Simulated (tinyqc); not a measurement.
## Contact resistivity and sheet resistance from two contact lengths

Problem. Rc = [sqrt(rc Rsh)/Wc] coth(Lc/(2 LT)), LT = sqrt(rc/Rsh), Wc = 54 nm; the second contact is twice as long as the first. Find LT, rc and Rsh.

Rc for Lc = 26 and 52 nm (ohm): 383.778511  230.983235

Solution. With t = tanh(Lc/(2 LT)) for the shorter contact, the resistance of the longer over that of the shorter is (1 + t^2)/2. Then sqrt(rc Rsh) = Rc t Wc, and rc and Rsh follow by multiplying and dividing by LT.

LT = 26.7 nm
rc = 2.50e-9 ohm cm^2
Rsh = 350 ohm

Program tinyqc, `OMP_NUM_THREADS=1 python tinyqc.py 2170091 2170092 out.jsonl`; Intel Xeon 2.30GHz, shared host, one thread, about 0.04 s.
